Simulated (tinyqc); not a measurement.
Inside a calculation. Method: Hueckel theory of the pi electrons, for the molecule C=CC(C=C)=CO (SMILES; centres numbered as the heavy atoms are written). Computed by tinyqc, a small Python program that keeps every step. Settings: charge = 0. Command: `OMP_NUM_THREADS=1 python tinyqc.py 26403 26404 out.jsonl` (the two numbers bound the seeds that draw the settings). One thread of a shared host (Intel(R) Xeon(R) Processor @ 2.60GHz), about 0.01 s of CPU time with the checks.

## The Hueckel matrix

Centres:
```
centre  z_r, pi electrons of the neutral centre        h
1C                                            1  0.00000
2C                                            1  0.00000
3C                                            1  0.00000
4C                                            1  0.00000
5C                                            1  0.00000
6C                                            1  0.00000
7O                                            2  1.73000
```

Bonds:
```
i  j        k
1  2        1
2  3        1
3  4        1
4  5        1
3  6        1
6  7  0.86000
```

H_rr = alpha + h_r beta, H_rs = k_rs beta for bonded centres.

Hueckel matrix in units of beta (H = alpha + beta A), order 1C, 2C, 3C, 4C, 5C, 6C, 7O:
```
[[0.00000, 1.00000, 0.00000, 0.00000, 0.00000, 0.00000, 0.00000],
 [1.00000, 0.00000, 1.00000, 0.00000, 0.00000, 0.00000, 0.00000],
 [0.00000, 1.00000, 0.00000, 1.00000, 0.00000, 1.00000, 0.00000],
 [0.00000, 0.00000, 1.00000, 0.00000, 1.00000, 0.00000, 0.00000],
 [0.00000, 0.00000, 0.00000, 1.00000, 0.00000, 0.00000, 0.00000],
 [0.00000, 0.00000, 1.00000, 0.00000, 0.00000, 0.00000, 0.86000],
 [0.00000, 0.00000, 0.00000, 0.00000, 0.00000, 0.86000, 1.73000]]
```

## Orbitals

pi electrons, sum of z_r less the charge = 8

Diagonalise; E = alpha + x beta with beta < 0, so the largest x are filled first; degenerate levels share their electrons. P = sum n_i c_ri c_si; each orbital has its largest coefficient positive (the first on a tie).

x values: [2.25956, 1.73141, 1.00000, 0.34666, -0.65241, -1.00000, -1.95522]

occupations: [2.00000, 2.00000, 2.00000, 2.00000, 0.00000, 0.00000, 0.00000]

coefficients, order 1C, 2C, 3C, 4C, 5C, 6C, 7O:
```
[[0.09474, -0.23960, 0.50000, 0.47693, 0.39623, 0.50000, 0.22171],
 [0.21408, -0.41485, 0.50000, 0.16533, -0.25850, -0.50000, -0.43349],
 [0.38898, -0.47867, 0.00000, -0.41962, -0.22758, 0.00000, 0.62586],
 [0.21408, -0.41485, -0.50000, 0.16533, -0.25850, 0.50000, -0.43349],
 [0.09474, -0.23960, -0.50000, 0.47693, 0.39623, -0.50000, 0.22171],
 [0.45077, 0.00092, 0.00000, -0.47613, 0.66548, 0.00000, -0.35671],
 [0.73204, 0.55844, 0.00000, 0.29600, -0.24022, 0.00000, 0.08324]]
```

charge and bond-order matrix P, order 1C, 2C, 3C, 4C, 5C, 6C, 7O:
```
[[1.08770, 0.89707, -0.09717, -0.10293, 0.08770, -0.36919, 0.15345],
 [0.89707, 0.99053, 0.42494, -0.00947, -0.10293, 0.03480, -0.05203],
 [-0.09717, 0.42494, 1.11303, 0.42494, -0.09717, 0.74939, -0.21353],
 [-0.10293, -0.00947, 0.42494, 0.99053, 0.89707, 0.03480, -0.05203],
 [0.08770, -0.10293, -0.09717, 0.89707, 1.08770, -0.36919, 0.15345],
 [-0.36919, 0.03480, 0.74939, 0.03480, -0.36919, 0.85979, 0.37912],
 [0.15345, -0.05203, -0.21353, -0.05203, 0.15345, 0.37912, 1.87073]]
```

## Energy, charges, bond orders

E = sum n x; q_r = z_r - P_rr; bond order p = P_rs; free valence = sqrt(3) - sum of p over the bonds of the atom.

pi energy = 8 alpha + this times beta = 10.67526

pi charges: [-0.08770, 0.00947, -0.11303, 0.00947, -0.08770, 0.14021, 0.12927]

Bond orders and lengths from R = 1.517 - 0.180 p (angstrom, C-C alone):
```
bond        p        R
1-2   0.89707  1.35553
2-3   0.42494  1.44051
3-4   0.42494  1.44051
4-5   0.89707  1.35553
3-6   0.74939  1.38211
6-7   0.37912        -
```

free valence of the carbons: [0.83498, 0.41004, 0.13277, 0.41004, 0.83498, 0.60354]

gap between the highest filled and the next level = 0.99907 |beta|
